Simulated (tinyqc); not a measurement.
Worked calculation: avalanche multiplication and breakdown of a junction from ionisation integrals. Computed by tinyqc, a small Python program that keeps every step. Command: `OMP_NUM_THREADS=1 python tinyqc.py 3028832 3028833 out.jsonl impact walk`. One thread of a shared host (Intel(R) Xeon(R) Processor @ 2.30GHz), about 0.01 s of CPU time with the checks. Intermediate numbers are printed to about 7 digits and carried at full precision; extremes and crossings named in words are read from the listed rows.

Ionisation coefficients follow the local field. Position x runs through the depletion layer from the p side (x = 0), where electrons enter, to the n side (x = w), where holes enter. The built-in voltage is neglected.

Inputs (values chosen for the exercise, modelled on GaN): electron prefactor a_n = 4.66e+08 1/cm; electron field b_n = 3.34e+07 V/cm; hole prefactor a_p = 6.73e+06 1/cm; hole field b_p = 1.47e+07 V/cm; exponent c = 1; permittivity eps = 9.7; layer width W = 4.9 micrometre; bias as a fraction of the breakdown voltage = 0.74.

Junction: p-i-n with uniform field.

Constants: e = 1.602176634e-19 C; eps_0 = 8.8541878128e-12 F/m.

## Breakdown

alpha_n = a_n exp(-(b_n/F)^c), alpha_p = a_p exp(-(b_p/F)^c). Uniform field F = F_m, w = W, V = F_m W. With Phi(x) = int_0^x (alpha_n - alpha_p) dx': 1 - 1/M_n = I_n = int_0^w alpha_n exp(-Phi) dx and M_p = M_n exp(-Phi(w)); trapezoid rule on 401 even points; breakdown at I_n = 1. Solve I_n(F_m) = 1.

critical field F_m = 2.211586 MV/cm

width at breakdown = 4.9 micrometre

breakdown voltage = 1083.677 V

## Coefficients at the critical field

The formulas are those given above.

alpha_n = 128.6904 1/cm

alpha_p = 8736.552 1/cm

ratio k = alpha_p/alpha_n = 67.88814

shorter ionisation length = 1.144616 micrometre

Holes ionise more readily at the peak field. For a uniform field the condition reads (alpha_n - alpha_p) W = ln(alpha_n/alpha_p): -4.2179 against -4.2179.

## Field and integrand below breakdown

Bias V = fraction times the breakdown voltage.

peak field = 1.636573 MV/cm

Every 50th point:
```
x (micrometre)  F (MV/cm)  alpha_n (1/cm)  alpha_p (1/cm)         Phi   I_n up to x
0.0000           1.636573       0.6383942        845.4792   0.0000000             0
0.6125           1.636573       0.6383942        845.4792  -0.0517465  4.013101e-05
1.2250           1.636573       0.6383942        845.4792  -0.1034930  8.239333e-05
1.8375           1.636573       0.6383942        845.4792  -0.1552395  1.269002e-04
2.4500           1.636573       0.6383942        845.4792  -0.2069860  1.737707e-04
3.0625           1.636573       0.6383942        845.4792  -0.2587325  2.231304e-04
3.6750           1.636573       0.6383942        845.4792  -0.3104790  2.751116e-04
4.2875           1.636573       0.6383942        845.4792  -0.3622255  3.298535e-04
4.9000           1.636573       0.6383942        845.4792  -0.4139720  3.875026e-04
```

## Multiplication and noise

M_n = 1/(1 - I_n), M_p = M_n exp(-Phi(w)); McIntyre excess noise for the carrier with the larger M, F_x = k M + (1 - k)(2 - 1/M), with k = (smaller M - 1)/(larger M - 1).

M_n = 1.000388

M_p = 1.513401

effective k = 7.550680e-04

excess noise factor = 1.339368

Injecting holes gives the larger gain and, at equal gain, the lower noise.

## Gain against bias and Miller's formula

Miller's exponent n is defined by 1 - 1/M = (V/V_B)^n for the larger M.

Gain:
```
V/V_B     V (V)  F_m (MV/cm)       M_n       M_p  Miller exponent n
0.50    541.838     1.105793  1.000000    1.0056           7.495416
0.60    650.206     1.326951  1.000003    1.0523           5.877556
0.70    758.574     1.548110  1.000111    1.2814           4.249932
0.80    866.942     1.769268  1.002233    2.2555           2.625399
0.90    975.309     1.990427  1.039999    7.9480           1.276251
0.95   1029.493     2.101006  1.219103   24.2120           0.822310
0.98   1062.003     2.167354  1.963990   78.7688           0.632423
0.99   1072.840     2.189470  3.305273  171.4533           0.582027
```

The larger gain passes 2 between 0.700 and 0.800 of V_B and reaches 171 at 0.99. Miller's exponent runs from 0.58 to 7.5, so it is not a constant: a fit holds over a narrow range only. From the first row to the last the voltage grows by a factor 1.98 and the peak field by 1.98.

Checks made by the program: the hole form of the condition, int alpha_p exp(Phi(w) - Phi) dx = 1 (relative difference 9e-06).
